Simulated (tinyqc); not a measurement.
Admittance spectroscopy and thermally stimulated current of one trap level in a depletion layer. From one set of inputs to another, one input at a time. Computed by tinyqc, a small Python program. Command: `OMP_NUM_THREADS=1 python tinyqc.py 3112897 3112898 out.jsonl admit ladder`. One thread of a shared host (Intel(R) Xeon(R) Processor @ 2.30GHz), about 0.01 s of CPU time with the checks.

A Schottky junction on n-type material holds one donor-like electron trap; shallow donors are fully ionised and abrupt depletion edges are assumed.

The inputs printed are set A. Set A is modelled on n-type GaAs; the values taken over come from a set modelled on n-type silicon. Inputs not listed in the table keep their values of set A, so the rows need not describe a real material.

Inputs (values chosen for the exercise, modelled on n-type GaAs):
```
quantity                         value    unit
dielectric constant eps           12.7       -
density-of-states mass m        0.0681     m_0
shallow doping N               3.6e+16  1/cm^3
trap density N_t               3.2e+15  1/cm^3
trap depth E_t below the band     0.59      eV
capture cross section sigma    1.6e-14    cm^2
band bending V_b                  0.77       V
test frequency f                   200      Hz
heating rate beta                  1.6     K/s
```

Constants: k_B = 1.380649e-23 J/K; m_0 = 9.1093837015e-31 kg; h = 6.62607015e-34 J s; k_B = 8.617333262e-05 eV/K; eps_0 = 8.8541878128e-12 F/m; e = 1.602176634e-19 C.

Method:
- N_c = 2 (2 pi m k_B T/h^2)^(3/2), v_th = sqrt(3 k_B T/m), emission rate e_n = sigma v_th N_c exp(-E_t/(k_B T)).
- Where the level crosses the Fermi level capture equals emission, so the trap follows the signal with the rate 2 e_n; G/omega peaks at omega = 2 e_n (the correction for large N_t/N is left out).
- Solve 2 e_n(T_p) = 2 pi f.
- With E_c - E_F = k_B T_p ln(N_c/N): lambda = sqrt(2 eps eps_0 (E_t - (E_c - E_F))/(e^2 N)); traps are empty and charged for x < x_t = w - lambda, and V_b = e (N w^2 + N_t x_t^2)/(2 eps eps_0). High frequency: C_hf = eps eps_0/w. Low frequency: C_lf = eps eps_0 (N + N_t)/(N w + N_t x_t).
- Thermally stimulated current without retrapping: filled share n(T) = exp(-(1/beta) int e_n dT), current proportional to e_n n; the peak obeys beta (E_t/(k_B T^2) + 2/T) = e_n(T). The integral starts at 0.5 T_m and uses 4000 trapezoid steps to 1.2 T_m.
- Chen's first-order estimate from the full width W = T_2 - T_1 between the half-height points: E = 2.52 k_B T_m^2/W - 2 k_B T_m.

Each row keeps all changes above it:
```
input moved                            from       to  peak temperature T_p (K)  peak temperature T_m (K)  lambda (nm)
set A                                     -        -                     337.6                     246.8        141.2
shallow doping N (1/cm^3)           3.6e+16  7.8e+16                     337.6                     246.8         98.0
trap density N_t (1/cm^3)           3.2e+15  5.7e+15                     337.6                     246.8         98.0
band bending V_b (V)                   0.77     0.93                     337.6                     246.8         98.0
heating rate beta (K/s)                 1.6     0.17                     337.6                     230.4         98.0
trap depth E_t below the band (eV)     0.59    0.305                     185.5                     126.5         72.1
density-of-states mass m (m_0)       0.0681     1.12                     163.6                     116.3         64.9
capture cross section sigma (cm^2)  1.6e-14  1.9e-16                     201.0                     133.3         61.8
```

Where does the difference come from?

Peak temperature T_p goes from 338 to 201, a factor 0.595 in all. The largest single move comes from trap depth E_t below the band (a factor 0.549), and capture cross section sigma works against it (a factor 1.23). Peak temperature T_m goes from 247 to 133, a factor 0.540 in all. The largest single move comes from trap depth E_t below the band (a factor 0.549), and capture cross section sigma works against it (a factor 1.15). Lambda goes from 141 to 61.8, a factor 0.438 in all. The largest single move comes from shallow doping N (a factor 0.694). The single moves hold for this order of the switches; the total does not depend on the order.

Extremes, crossings and ranges named in words are read from the listed rows.
